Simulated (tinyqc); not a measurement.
# MOS structure on a p-type body with a doping step (retrograde), non-linear Poisson equation by Newton steps: two studies

One dimension, insulator interface at x = 0, acceptor density N1 for x < x1 and Na beyond, net doping C = -(acceptor density). psi is counted from the intrinsic level: n = ni exp((psi - Vb)/Vt), p = ni exp(-psi/Vt); deep in the body psi_b = -Vt ln(Na/ni). The gate acts through Cox = eps0 eox/tox and has the potential psi_G = Vg - (phiM - chi - Vt ln(Nc/ni)). Boltzmann statistics, full ionisation, classical densities, no oxide or interface charge.

Values chosen for this exercise; band and dielectric values close to those of silicon: temperature T = 300 K; band gap Eg = 1.12 eV; relative permittivity eps_r = 11.9; conduction-band density of states at T Nc = 2.84e19 cm^-3; valence-band density of states at T Nv = 2.63e19 cm^-3; electron affinity chi = 4.13 eV; acceptor density deep in the body Na = 4.4e17 cm^-3; relative permittivity of the gate insulator (close to silicon dioxide) eox = 3.9; insulator thickness tox = 4 nm; gate work function phiM = 4.66 eV; electron quasi-Fermi potential against the body Vb = 0.8 V; depth of the doping step x1 = 16 nm; acceptor density above the step N1 = 1.3e17 cm^-3.

Constants: q = 1.602176634e-19 C, kB = 1.380649e-23 J/K, Vt = kB T/q, eps0 = 8.8541878128e-14 F/cm where lengths are in cm. Results are converted to the units shown.

Each table varies one quantity; the others keep the values above.

## Charge and capacitance against gate voltage

ni = sqrt(Nc Nv) exp(-Eg/(2 Vt)), Eg in volts. The Poisson equation d/dx(eps0 eps_r dpsi/dx) = -q (p - n + C), with eps0 eps_r dpsi/dx = -Cox (psi_G - psi_0) at x = 0, is solved on a mesh of about 600 nodes or more. N_inv is the integral of n less its value deep in the body. C_LF = Cox (1 - dpsi_0/dVg) with all carriers following; C_HF is the same with the electron quasi-Fermi level shifting uniformly so that N_inv stays fixed. The centroid is that of the same excess.

Charge and capacitance against gate voltage:
```
Vg (V),psi_0 - psi_b (V),N_inv (cm^-2),C_LF/Cox,C_HF/Cox,centroid (nm)
1.39,1.43,6.19e5,0.156,0.156,0.710
1.54,1.55,8.00e7,0.151,0.150,0.675
1.69,1.68,1.01e10,0.194,0.146,0.644
1.85,1.77,3.06e11,0.689,0.143,0.609
2,1.80,9.22e11,0.855,0.142,0.573
2.15,1.82,1.63e12,0.905,0.142,0.541
2.3,1.83,2.36e12,0.929,0.142,0.513
2.46,1.84,3.16e12,0.943,0.142,0.486
2.61,1.85,3.93e12,0.952,0.142,0.464
```

What does the table show?

N_inv goes from 6.19e5 to 3.93e12 cm^-2 and passes 2e11 cm^-2 at Vg = 1.82 V. Below threshold it takes 71.0 mV a decade between Vg = 1.39 and 1.54 V, against Vt ln 10 = 59.5 mV. C_LF/Cox is lowest, 0.151, at Vg = 1.54 V among the rows listed and ends at 0.952, while C_HF/Cox ends at 0.142. Between the last two rows q dN_inv/dVg is 0.944 Cox. Where the classical centroid is under about 2 nm, confinement would move the charge away from the interface and raise the threshold. Above about 2e12 cm^-2 degeneracy matters too.

## Effect of the depth of the doping step on threshold, swing and body effect

VT is the Vg at which N_inv = 2e11 cm^-2. m = 1/(dpsi_0/dVg) at N_inv = 1e8 cm^-2; the swing is the Vg between N_inv = 1e8 and 1e9 cm^-2; body coefficient [VT(Vb + 0.05 V) - VT(Vb)]/0.05 V - 1.

Effect of the depth of the doping step on threshold, swing and body effect:
```
x1 (nm),VT (V),psi_0 - psi_b at VT (V),m - 1,swing (mV/decade),body coefficient
4,1.88,1.76,0.181,70.9,0.177
5.9,1.87,1.76,0.180,70.9,0.177
8.6,1.85,1.76,0.180,70.9,0.177
13,1.83,1.76,0.179,70.8,0.176
19,1.80,1.76,0.176,70.7,0.174
27,1.77,1.76,0.172,70.5,0.171
40,1.72,1.75,0.162,70.0,0.164
```

As x1 goes from 4 to 40, VT falls from 1.88 to 1.72 V, the swing falls from 70.9 to 70.0 mV/decade and the body coefficient falls from 0.177 to 0.164. The swing stays within 1.2 % of m Vt ln 10, and the body coefficient within 0.0036 of m - 1.

Numbers from tinyqc (`OMP_NUM_THREADS=1 python tinyqc.py 2080153 2080154 out.jsonl`; about 0.5 s on one thread of a shared Intel Xeon 2.30GHz).
